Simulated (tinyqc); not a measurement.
CISD on RHF in the sto-3g basis, for H3+, spin multiplicity 1, step by step. One step of it, computed by the program tinyqc.

Question. Iteration 4 (converged): orbitals. Diagonalise F' = X^T F X, C = X C', fill 1 alpha and 1 beta electrons from the bottom; D = 2 C_occ C_occ^T. Each column has its largest component positive (the first on a tie).

converged F (hartree), lower triangle:
```
           1H 1s      2H 1s      3H 1s
1H 1s  -0.551480
2H 1s  -0.424252  -0.521816
3H 1s  -0.423851  -0.349307  -0.521683
```

X, lower triangle:
```
           1H 1s      2H 1s     3H 1s
1H 1s   1.061753
2H 1s  -0.139521   1.045905
3H 1s  -0.139277  -0.090554  1.045811
```

Give: F' = X^T F X; orbital energies; coefficients C; D after iteration 4.

Answer.

F' = X^T F X (hartree), lower triangle:
```
         1        2        3
1  -0.4045
2  -0.2491  -0.4066
3  -0.2488  -0.1839  -0.4066
```

orbital energies (hartree): MO1 -0.8617, MO2 -0.2227, MO3 -0.1333

coefficients C:
```
          MO1      MO2      MO3
1H 1s  0.4917  -0.0019   0.9615
2H 1s  0.4502  -0.8023  -0.5246
3H 1s  0.4500   0.8048  -0.5207
```

D after iteration 4, lower triangle:
```
        1H 1s   2H 1s   3H 1s
1H 1s  0.4835
2H 1s  0.4427  0.4054
3H 1s  0.4425  0.4052  0.4050
```
